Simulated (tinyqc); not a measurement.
# Resistance of a tapered via with liner, size effect and interface: two fill metals against the diameter

A round via whose diameter grows from db at the bottom as D(z) = db + 2 z/tan(ang). The fill, of diameter D - 2 tl, starts above the bottom liner (thickness fb tl) and has rho = rho0 (1 + ks lam/(D - 2 tl)); the sidewall liner conducts in parallel with it. The bottom liner and the interface are crossed over the full area pi db^2/4. Spreading in the lines above and below is left out.

Slices between z0 = fb tl and hv, evaluated at their midpoints: conductance per length pi/4 [(D - 2 tl)^2/rho + (D^2 - (D - 2 tl)^2)/rl], slice resistance = slice height over that. 2000 slices. R_fill = sum of the slices; R_bottom = rl fb tl/(pi db^2/4); R_interface = ri/(pi db^2/4). The second fill has rho2, lam2 and tl2 in place of rho0, lam and tl.

Inputs (values chosen for the exercise); fill metal close to copper: height hv = 16 nm; sidewall angle ang = 89 degrees; bulk resistivity of the fill rho0 = 1.7 uohm cm; mean free path of the fill lam = 39.5 nm; size-effect factor ks = 1.1; liner on the sidewall tl = 1.7 nm; liner at the bottom over that on the sidewall fb = 0.7; resistivity of the liner rl = 510 uohm cm; interface resistivity at the bottom ri = 3.2e-12 ohm cm^2; ballistic conductance per area, about 3/(4 rho0 lam) Sb = 1.1e15 S/m^2; bulk resistivity of the second fill (close to cobalt) rho2 = 6.02 uohm cm; its mean free path lam2 = 12.1 nm; its liner tl2 = 1.1 nm.

Results:

| db (nm) | R, first fill (ohm) | R, second fill (ohm) | ratio second/first |
|---|---|---|---|
| 6 | 740.1 | 429.4 | 0.5802 |
| 8.5 | 207.7 | 153.9 | 0.7412 |
| 12 | 79.91 | 63.81 | 0.7984 |
| 17 | 34.95 | 28.29 | 0.8096 |
| 24 | 16.37 | 13.21 | 0.8065 |
| 49 | 3.684 | 2.926 | 0.7944 |
| 70 | 1.778 | 1.404 | 0.7897 |
| 100 | 0.8629 | 0.6784 | 0.7862 |

Estimate the missing row, db = 35 nm.

Computed row:

| db (nm) | R, first fill (ohm) | R, second fill (ohm) | ratio second/first |
|---|---|---|---|
| 35 | 7.383 | 5.906 | 0.7999 |

With this row back in the table: The ratio goes from 0.580 to 0.786. The second fill gives the lower R in every row.

tinyqc, about 0.01 s, one thread, Intel Xeon 2.30GHz (shared host): `OMP_NUM_THREADS=1 python tinyqc.py 2750151 2750152 out.jsonl`
